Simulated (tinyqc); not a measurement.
Pi bands of a honeycomb layer in tight binding: sweeps and comparisons. A value that a table varies takes the place of the one given here.

Lattice vectors a (1,0) and a (1/2, sqrt3/2); f = exp(i ky a/sqrt3) + 2 cos(kx a/2) exp(-i ky a/(2 sqrt3)), w = |f|. H = [[D - t2 F, -t f], [., -D - t2 F]] with F = w^2 - 3, S = [[1, s0 f], [., 1]]; the levels solve det(H - E S) = 0. K = (4 pi/3a, 0), M = (pi/a, pi/(sqrt3 a)); w = 3, 1, 0 at Gamma, M, K.

Constants: hbar^2/2m0 = 3.80998211 eV angstrom^2.

Inputs chosen for the exercise (of the size used for graphene; the results hold for these values, not for the real material):

| symbol | value | unit | meaning |
|---|---|---|---|
| a | 2.46 | angstrom | lattice constant |
| t | 2.81 | eV | nearest hopping |
| t2 | 0.03 | eV | second-neighbour hopping |
| s0 | 0.094 |  | overlap of neighbours |
| D | 0 | eV | +D on A, -D on B |

## How far the cone holds

Upper and lower levels at distance q from K towards Gamma (-x) and towards M (+x), measured from 3 t2; cone: sqrt(D^2 + (hbar v q)^2), hbar v = (sqrt3/2) a (t + 3 t2 s0).

Levels (eV):

| q (1/angstrom) | cone | upper, to Gamma | lower, to Gamma | upper, to M | lower, to M |
|---|---|---|---|---|---|
| 0.02 | 0.1201 | 0.1214 | -0.1205 | 0.1196 | -0.1188 |
| 0.05 | 0.3002 | 0.3082 | -0.3026 | 0.2973 | -0.2922 |
| 0.10 | 0.6005 | 0.6318 | -0.6091 | 0.5877 | -0.5680 |
| 0.15 | 0.9007 | 0.9706 | -0.9179 | 0.8696 | -0.8271 |
| 0.20 | 1.2009 | 1.3238 | -1.2277 | 1.1414 | -1.0692 |
| 0.30 | 1.8014 | 2.0708 | -1.8448 | 1.6481 | -1.5017 |
| 0.40 | 2.4018 | 2.8665 | -2.4509 | 2.0949 | -1.8639 |
| 0.60 | 3.6027 | 4.5691 | -3.5968 | 2.7615 | -2.3738 |

What can be read from the table?

At q = 0.2 the upper band lies +123 meV from the cone towards Gamma and -60 meV towards M; half their difference, 91 meV, is the trigonal warping, steeper towards Gamma, and their mean, +32 meV, comes from the bending of the band and from t2 or the overlap. All four values stay within 5 % of the cone up to q = 0.05. The electron-hole asymmetry, upper plus lower towards Gamma, is +96 meV at q = 0.2.

## Fermi level against carrier density

hbar v = 6.00451 eV angstrom

Cone with four flavours: n = kF^2/pi, EF = sqrt(D^2 + (hbar v kF)^2), density of states 2 EF/(pi (hbar v)^2), quantum capacitance e^2 times it (1 e^2/(eV angstrom^2) = 1602.177 microF/cm^2), cyclotron mass 2c EF/(hbar v)^2, c = hbar^2/2m0; 1e12/cm^2 = 1e-4/angstrom^2.

Filling:

| n (1e12/cm^2) | kF (1/angstrom) | EF (eV) | Cq (microF/cm^2) | cyclotron mass (m0) |
|---|---|---|---|---|
| 0.10 | 0.00560 | 0.0337 | 0.952 | 0.0071 |
| 0.25 | 0.00886 | 0.0532 | 1.505 | 0.0112 |
| 0.50 | 0.01253 | 0.0753 | 2.129 | 0.0159 |
| 1.00 | 0.01772 | 0.1064 | 3.011 | 0.0225 |
| 2.00 | 0.02507 | 0.1505 | 4.258 | 0.0318 |
| 4.00 | 0.03545 | 0.2129 | 6.022 | 0.0450 |
| 10.00 | 0.05605 | 0.3366 | 9.521 | 0.0711 |
| 20.00 | 0.07927 | 0.4760 | 13.465 | 0.1006 |

What can be read from the table?

From 1 to 4e12/cm^2 EF rises by a factor 2.000, the square root of four. Capacitance and mass grow in proportion to EF counted from mid-gap, so hardly at all while a large gap term dominates it; in a parabolic band both are constant; Cq is 3.01 microF/cm^2 at 1e12/cm^2, against 3.45 for 1 nm of a dielectric with eps = 3.9.

## What each parameter does

Gap at K, difference at M, and the two levels at Gamma, from (e - E)^2 - D^2 - (t + s0 E)^2 w^2 = 0, e = -t2 (w^2 - 3). Each row changes one parameter from the base and keeps the others.

Results:

| case | gap at K (eV) | difference at M (eV) | lower at Gamma (eV) | upper at Gamma (eV) |
|---|---|---|---|---|
| base | 0.0000 | 5.6815 | -6.7161 | 11.4903 |
| t = 2.9505 eV | 0.0000 | 5.9650 | -7.0449 | 12.0773 |
| t2 = 0.08 eV | 0.0000 | 5.7004 | -6.9501 | 11.0724 |
| s0 = 0.124 | 0.0000 | 5.7229 | -6.2755 | 13.1369 |
| D = 0.1 eV | 0.2000 | 5.6850 | -6.7167 | 11.4908 |
| a = 2.5092 angstrom | 0.0000 | 5.6815 | -6.7161 | 11.4903 |

How do the results move?

The largest shifts from the base row, up to three for each result and ties (the steps differ in size, so this ranks the rows, not the parameters). gap at K (eV): D +0.2000; unchanged at the printed digits by t, t2, s0 and a. difference at M (eV): t +0.2835, s0 +0.0414, t2 +0.0190; unchanged at the printed digits by a. lower at Gamma (eV): s0 +0.4406, t -0.3288, t2 -0.2340; unchanged at the printed digits by a. upper at Gamma (eV): s0 +1.6467, t +0.5870, t2 -0.4178; unchanged at the printed digits by a. At points fixed by symmetry a drops out; the gap at K is 2D whatever the hoppings.

Computed by tinyqc, a small Python program: `OMP_NUM_THREADS=1 python tinyqc.py 1481094 1481095 out.jsonl` (the numbers bound the seed that draws the inputs); one thread of a shared host (Intel(R) Xeon(R) Processor @ 2.30GHz), about 0.01 s for the whole set of steps.
